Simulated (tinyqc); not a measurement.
Threshold-voltage variability of a planar MOSFET, analytic estimates: two steps of the calculation.

Three independent sources add in quadrature: random dopants in the depleted layer, metal-gate grains of two orientations, and roughness of the two gate edges acting through the roll-off VT = VT(long) - Vr exp(-L/l). These are first-order estimates: no three-dimensional electrostatics, no percolation.

Values chosen for this exercise; material values close to those of silicon: temperature T = 350 K; band gap Eg = 1.13 eV; relative permittivity of the semiconductor eps_r = 11.5; conduction-band density of states at T Nc = 3.54e19 cm^-3; valence-band density of states at T Nv = 3.3e19 cm^-3; channel doping Na = 1e18 cm^-3; oxide-equivalent thickness in inversion ti = 1.4 nm; gate length L = 20 nm; gate width W = 21 nm; subthreshold factor n = 1.33; gm/I of a matched pair gI = 15 1/V; spread of the gain factor of one device sb = 2.9 %.

Constants: q = 1.602176634e-19 C, kB = 1.380649e-23 J/K, Vt = kB T/q, eps0 = 8.8541878128e-14 F/cm where lengths are in cm. Results are converted to the units shown.

Question 1. Random dopants. ni = sqrt(Nc Nv) exp(-Eg/(2 Vt)), Eg in volts; Cox = 3.9 eps0/ti; Wd = sqrt(4 eps0 eps_r Vt ln(Na/ni)/(q Na)); dopants: s1 = (q/Cox) sqrt(Na Wd/(3 L W)). The slope A1 = s1 sqrt(L W); mean number of dopants Na L W Wd.

Find: Cox; Wd; mean number of dopants; A1; s1.

Answer 1.

Cox = 2.467 uF/cm^2
Wd = 34.14 nm
mean number of dopants = 14.34
A1 = 0.6929 mV um
s1 = 33.81 mV

Counting alone, 1/sqrt(N) of the depletion voltage q Na Wd/Cox = 222 mV, would give sqrt(3) times more: dopants deep in the layer act less on the surface.

Question 2. Total spread, mismatch and leakage. s = sqrt(s1^2 + s2^2 + s3^2). For a pair: s(dVT) = sqrt(2) s; current mismatch sqrt(2) sqrt((gI s)^2 + sb^2); input offset = current mismatch/gI. For a Gaussian VT the off current is log-normal with mean/median = exp(s^2/(2 (n Vt)^2)).

s1 = 33.811931 mV
s2 = 9.7590007 mV
s3 = 8.7735831 mV

Find: s; s(dVT); current mismatch; input offset; mean/median of Ioff.

Answer 2.

s = 36.27 mV
s(dVT) = 51.29 mV
current mismatch = 77.05 %
input offset = 51.37 mV
mean/median of Ioff = 1.505

Program tinyqc, `OMP_NUM_THREADS=1 python tinyqc.py 2090134 2090135 out.jsonl`; Intel Xeon 2.30GHz, shared host, one thread, about 0.01 s.
